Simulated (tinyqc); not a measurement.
Coupling and phonon occupation from the scattering functions.

Problem. A level coupled to a phonon of energy w0 has, in the self-consistent Born approximation, Sin(E) = M^2 [(Nq + 1) Gn(E + w0) + Nq Gn(E - w0)], Sout(E) = M^2 [(Nq + 1) Gp(E - w0) + Nq Gp(E + w0)]. Find M, Nq and, from Nq = 1/(exp(w0/kB T) - 1), the phonon temperature.

Inputs (values chosen for the exercise):
```
symbol  value  unit        meaning
w0         50   meV  phonon energy
```

Constants: q = 1.602176634e-19 C, kB = 1.380649e-23 J/K. Results are converted to the units shown.

Gn at E - w0 and E + w0 (1/meV): [0.027441052, 6.0062948e-6]
Gp at E - w0 and E + w0 (1/meV): [0.026131353, 0.0040842322]
Sin and Sout at E (meV): [0.13315392, 6.0246516]

Solution. Both equations are linear in M^2 and M^2 Nq.

M = 15.00 meV
Nq = 0.02134
T = 150.0 K

Program tinyqc, `OMP_NUM_THREADS=1 python tinyqc.py 2720118 2720119 out.jsonl`; Intel Xeon 2.30GHz, shared host, one thread, about 0.06 s.
